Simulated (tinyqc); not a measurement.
# Changing the binding energy E_b (positive for attraction)

Model: five-frequency model of solute diffusion by vacancies in an fcc metal. Computed by tinyqc, a small Python program. Command: `OMP_NUM_THREADS=1 python tinyqc.py 3022056 3022057 out.jsonl fivefreq sweep`. One thread of a shared host (Intel(R) Xeon(R) Processor @ 2.30GHz), about 0.01 s of CPU time with the checks.

A vacancy next to the solute exchanges with it (w2), jumps to one of 4 sites that also neighbour the solute (w1) or to one of 7 that do not (w3); w4 is the reverse of w3 and w0 the host jump.

Inputs (values chosen for the exercise, for a model solute in a host close to aluminium):
```
quantity,value,unit
barrier E0 (host jump),0.581,eV
barrier E1 (vacancy circles the solute),0.646,eV
barrier E2 (exchange),0.685,eV
barrier E3 (dissociation),0.609,eV
vacancy formation energy E_f,0.674,eV
formation entropy S_f,1.4,k_B
attempt frequency nu,7.8,THz
lattice constant a,4.05,angstrom
temperature T,418,K
```

Constants: k_B = 8.617333262e-05 eV/K.

Method:
- w_i = nu exp(-E_i/(k_B T)); detailed balance gives E4 = E3 - E_b.
- Manning: with y = w4/w0, 7F = 7 - (10 y^4 + 180.5 y^3 + 927 y^2 + 1341 y)/(2 y^4 + 40.2 y^3 + 254 y^2 + 597 y + 436); f2 = (2 w1 + 7F w3)/(2 w2 + 2 w1 + 7F w3).
- The mean cosine between successive solute jumps follows from f2 = (1 + c)/(1 - c).
- c_v = exp(S_f - E_f/(k_B T)); host D0 = a^2 c_v w0 x 0.7815; solute D2 = a^2 c_v exp(E_b/(k_B T)) w2 f2; 1 angstrom^2 = 1e-16 cm^2.

One run for each value:
```
binding energy E_b (positive for attraction) (eV),ratio D2/D0,7F,correlation factor f2,y = w4/w0
-0.150,1.0743e-03,6.9781,0.96945,7.1429e-03
-0.081,7.2922e-03,6.8556,0.96897,4.8506e-02
-0.012,4.9368e-02,6.1705,0.96598,3.2940e-01
0.056,3.2179e-01,4.2354,0.95331,2.1757e+00
0.130,2.4497e+00,2.5134,0.93015,1.6975e+01
0.190,1.2830e+01,2.1101,0.92098,8.9787e+01
0.260,8.9334e+01,2.0163,0.91848,6.2690e+02
0.330,6.2347e+02,2.0023,0.91810,4.3770e+03
0.400,4.3528e+03,2.0003,0.91804,3.0561e+04
```

What does the table show, and why?

Over the rows, ratio D2/D0 rises from 0.00107 to 4350; 7F falls from 6.98 to 2.00; correlation factor f2 falls from 0.969 to 0.918. At fixed E3 stronger binding raises w4, so an escaped vacancy returns more often: 7F falls from 7 towards 2.
